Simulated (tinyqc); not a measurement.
Length of a polyene: Hueckel, PPP and singles CI along the polyenes. Computed by the program tinyqc. Hueckel uses the same beta without repulsion; CIS keeps all single excitations and so misses the low, doubly excited 2Ag state. W is the valence ionisation energy of a centre, MN the Mataga-Nishimoto formula, f the oscillator strength.

All-trans chains of carbon centres 1.40 angstrom apart:
```
parameter                               value
beta (eV), times 1 +/- alternation  -2.570000
alternation                          0.100000
W (eV)                              11.160000
gamma_rr (eV)                       10.780000
repulsion formula                        Ohno
```

Gaps and excitations (eV):
```
centres  Hueckel gap  PPP orbital gap  bright singlet (CIS)      f  lowest triplet (CIS)
2              5.654           13.096                 7.323  0.628                 3.985
4              3.796           10.488                 5.757  1.140                 2.934
6              2.946            9.189                 4.869  1.579                 2.437
8              2.467            8.429                 4.313  1.973                 2.173
10             2.162            7.942                 3.940  2.334                 2.017
14             1.799            7.371                 3.486  3.003                 1.854
```

Estimate the missing row, centres = 12.

Computed row:
```
centres  Hueckel gap  PPP orbital gap  bright singlet (CIS)      f  lowest triplet (CIS)
12             1.951            7.609                 3.677  2.675                 1.919
```

The Hueckel gap tends to 4 x alternation x |beta| = 1.03 eV for long chains. Exchange opens the PPP orbital gap, and the attraction of electron and hole brings the bright state 3.89 eV below it at 14 centres; the triplet lies 1.63 eV lower still.
